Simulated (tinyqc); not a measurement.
Pair of shallow donors (hydrogen-like orbitals): sweeps and comparisons. A value that a table varies takes the place of the one given here.

Each donor has the orbital exp(-r/a); energy unit Ha* = q/(eps a), q = e^2/(4 pi eps0), so that a lone donor is bound by Ha*/2; x = R/a. One electron: S = (1 + x + x^2/3) exp(-x), j = 1/x - (1 + 1/x) exp(-2x), k = (1 + x) exp(-x); levels E(+/-) = -1/2 - (j +/- k)/(1 +/- S) in Ha*, without the repulsion of the ions, split by D = |E(-) - E(+)|. In six valleys the overlaps S and k are multiplied by v = [cos(K Rx) + cos(K Ry) + cos(K Rz)]/3, K = k0 (2 pi/a_lat), for isotropic envelopes and the symmetric valley state.

Two electrons, Heitler-London: with S' = (1 - x + x^2/3) exp(x), C = 1/x - exp(-2x)(1/x + 11/8 + 3x/4 + x^2/6), X = (1/5){exp(-2x)(25/8 - 23x/4 - 3x^2 - x^3/3) + (6/x)[S^2 (0.5772157 + ln x) + S'^2 Ei(-4x) - 2 S S' Ei(-2x)]}, Q = C - 2j + 1/x and A = X - 2 S k + S^2/x, the singlet and triplet lie at (Q +/- w A)/(1 +/- w S^2) from two lone donors, with the valley weight w = v^2; the exchange is J = triplet - singlet.

Constants: e^2/(4 pi eps0) = 14.39964547 eV angstrom.

Values chosen for the exercise (near those of two donors in Si; shifted at random, so the results belong to these values and not to a real crystal):
```
symbol  value                                                                                                                                                   unit         meaning
a       17.1                                                                                                                                                    angstrom     orbital radius
eps     11.7                                                                                                                                                                 dielectric constant
a_lat   5.431                                                                                                                                                   angstrom     lattice constant
k0      0.858                                                                                                                                                   2 pi/a_lat   valley position
sites   ((11, 11, 0), (11.5, 11.5, 0), (12, 12, 0), (12.5, 12.5, 0), (13, 13, 0), (13.5, 13.5, 0), (14, 14, 0), (14.5, 14.5, 0), (15, 15, 0), (15.5, 15.5, 0))  a_lat        positions of the second donor
Ns      (0.044, 0.11, 0.27, 0.67, 1.6, 3.3, 6.7)                                                                                                                x 1e18/cm^3  donor densities
n       (9.5, 0.5, 0)                                                                                                                                           a_lat        separation vector
```

## Lattice sites along [110]

D and J for each site, and for v = 1.

Results:
```
site             R (angstrom)       v  D (meV)  J (micro-eV)  J for v = 1
(11, 11, 0)              84.5  -0.283    0.903          28.2          351
(11.5, 11.5, 0)          88.3   0.780     2.10           151          247
(12, 12, 0)              92.2   0.143    0.321          3.56          173
(12.5, 12.5, 0)          96.0   0.229    0.428          6.35          121
(13, 13, 0)              99.8   0.712     1.11          42.7         84.2
(13.5, 13.5, 0)         103.7  -0.245    0.318          3.50         58.5
(14, 14, 0)             107.5   0.998     1.08          40.3         40.4
(14.5, 14.5, 0)         111.4  -0.288    0.258          2.31         27.9
(15, 15, 0)             115.2   0.790    0.586          12.0         19.2
(15.5, 15.5, 0)         119.0   0.131   0.0805         0.227         13.2
```

Over these sites the envelope alone changes J by a factor 26.7, and the valley factor v^2 by 57.8; J runs from 0.227 at (15.5, 15.5, 0) to 151 micro-eV at (11.5, 11.5, 0). Along [110] only two valleys keep their phase, so v = (1 + 2 cos)/3 can pass through zero. J does not fall steadily with distance.

## From lone donors to an impurity band (impurity band of shallow donors (Hubbard estimate))

Donors on a simple cubic lattice of spacing R = N^(-1/3) (1/angstrom^3 = 1e24/cm^3), Ha* = q/(eps a), q = e^2/(4 pi eps0), x = R/a. Hopping t = Ha* (1 + x) exp(-x), band width B = 12 t, on-site repulsion U = (5/8) Ha*; the gap closes near B/U = 1.15. Valley factors and disorder are left out.

Results:
```
N (1e18/cm^3)  R (angstrom)  N^(1/3) a   t (meV)   B (meV)       B/U
0.044                 283.3      0.060  8.09e-05  0.000970  2.16e-05
0.11                  208.7      0.082   0.00476    0.0571   0.00127
0.27                  154.7      0.111    0.0851      1.02    0.0227
0.67                  114.3      0.150     0.692      8.31     0.185
1.6                    85.5      0.200      2.91      34.9     0.776
3.3                    67.2      0.255      6.98      83.8      1.86
6.7                    53.0      0.322      13.3       159      3.54
```

B/U passes 1.15 between 1.6 and 3.3 x 1e18/cm^3; the root is x = 4.52, N^(1/3) a = 0.221, N = 2.2 x 1e18/cm^3, below the 3.5 that the empirical rule N^(1/3) a = 0.26 gives; the estimate is rough, since random positions, the overlap of the orbitals and screening are left out. While N grows by 152 times, t grows by 1.64e+05 times.

## What each parameter does

x, D = |E(-) - E(+)| and J. Each row changes one parameter from the base and keeps the others.

Results:
```
case                          x  D (meV)  J (micro-eV)
base                      3.021    2.731           281
a = 15.4 angstrom         3.355    2.480           203
eps = 12.9                3.021    2.477           255
k0 = 0.838 2 pi/a_lat     3.021    4.445           730
n = (10.5, 0.5, 0) a_lat  3.339    3.660           484
```

The largest shifts from the base row, up to three for each result and ties (the steps differ in size, so this ranks the rows, not the parameters). x: a +0.334, n +0.317; unchanged at the printed digits by eps and k0. D (meV): k0 +1.71, n +0.929, eps -0.254. J (micro-eV): k0 +449, n +203, a -78.5.

(tinyqc, `OMP_NUM_THREADS=1 python tinyqc.py 1250148 1250149 out.jsonl`, Intel(R) Xeon(R) Processor @ 2.30GHz, 1 thread, shared host, about 0.01 s.)
